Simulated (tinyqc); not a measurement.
Tight binding, dimerised chain, step by step. Computed by tinyqc, a small Python program that keeps every step. Settings: t1 = 0.9, t2 = 2.22, delta = 0.92, points = 12, cells = 4. Command: `OMP_NUM_THREADS=1 python tinyqc.py 24159 24160 out.jsonl` (the two numbers bound the seeds that draw the settings). One thread of a shared host (Intel(R) Xeon(R) Processor @ 2.60GHz), about 0.01 s of CPU time with the checks.

## Bloch Hamiltonian at k

Parameters chosen for this model:
```
parameter     value                      unit
t1         0.900000       eV, inside the cell
t2         2.220000         eV, between cells
delta      0.920000  eV, +/- on the two sites
```

k point k (2 pi / a): 0.43000

H_AA = +delta, H_BB = -delta, H_AB = -t1 - t2 exp(-i k a).

H(k) at k (eV):
```
                  A                 B
A           0.92000  1.10872+0.94523i
B  1.10872-0.94523i          -0.92000
```

## Levels at k

Diagonalise the Hermitian matrix.

eigenvalues (eV): -1.72311  1.72311

weights |c|^2 of the basis functions:
```
    band 1   band 2
A  0.23304  0.76696
B  0.76696  0.23304
```

## Bloch Hamiltonian at X

k point X (2 pi / a): 0.50000

As before.

H(k) at X (eV):
```
         A         B
A  0.92000   1.32000
B  1.32000  -0.92000
```

## Levels at X

As before.

eigenvalues (eV): -1.60897  1.60897

weights |c|^2 of the basis functions:
```
    band 1   band 2
A  0.21410  0.78590
B  0.78590  0.21410
```

## Bands along a path

The same steps at evenly spaced points between the labelled ones.

Bands along the path (eV):
```
k           band 1   band 2
G         -3.25281  3.25281
G-X 0.33  -2.92964  2.92964
G-X 0.67  -2.14168  2.14168
X         -1.60897  1.60897
```

With 1 band(s) filled, the highest filled level on these points lies at X and the lowest empty one at X: a gap of 3.2179 eV, direct.

## Berry (Zak) phase of the lower band

On 12 points k_j = j/N: phase = -Im ln of the product of <u_j|u_(j+1)>, closed with u_N = u_0 (the cell-periodic part is taken without the site positions). Single arguments depend on the phases chosen for the u_j; only their sum modulo 2 pi does not.

Overlaps:
```
j   |<u_j|u_j+1>|  argument (rad)
0         0.98394        -0.13307
1         0.98285        -0.13487
2         0.98004        -0.13921
3         0.97372        -0.14781
4         0.96023        -0.16239
5         0.94134        -0.17795
6         0.94134        -0.17795
7         0.96023        -0.16239
8         0.97372        -0.14781
9         0.98004        -0.13921
10        0.98285        -0.13487
11        0.98394        -0.13307
```

phase / pi, folded into (-1, 1] = 0.56996

## Open chain of 4 cells

H of the open chain (eV):
```
          1         2         3         4         5         6         7         8
1   0.92000  -0.90000   0.00000   0.00000   0.00000   0.00000   0.00000   0.00000
2  -0.90000  -0.92000  -2.22000   0.00000   0.00000   0.00000   0.00000   0.00000
3   0.00000  -2.22000   0.92000  -0.90000   0.00000   0.00000   0.00000   0.00000
4   0.00000   0.00000  -0.90000  -0.92000  -2.22000   0.00000   0.00000   0.00000
5   0.00000   0.00000   0.00000  -2.22000   0.92000  -0.90000   0.00000   0.00000
6   0.00000   0.00000   0.00000   0.00000  -0.90000  -0.92000  -2.22000   0.00000
7   0.00000   0.00000   0.00000   0.00000   0.00000  -2.22000   0.92000  -0.90000
8   0.00000   0.00000   0.00000   0.00000   0.00000   0.00000  -0.90000  -0.92000
```

The same hoppings without the wrap-around bond.

levels (eV): -3.09062  -2.63722  -2.01370  -0.92137  0.92137  2.01370  2.63722  3.09062

weights of the highest filled level on the sites: 0.00062  0.00261  0.00010  0.02152  0.00002  0.13691  0.00000  0.83822

The bulk gap runs from -1.6090 to 1.6090 eV; 2 level(s) of this chain lie inside it: end states, which need the weaker bond inside the cell and a chain longer than their decay length.
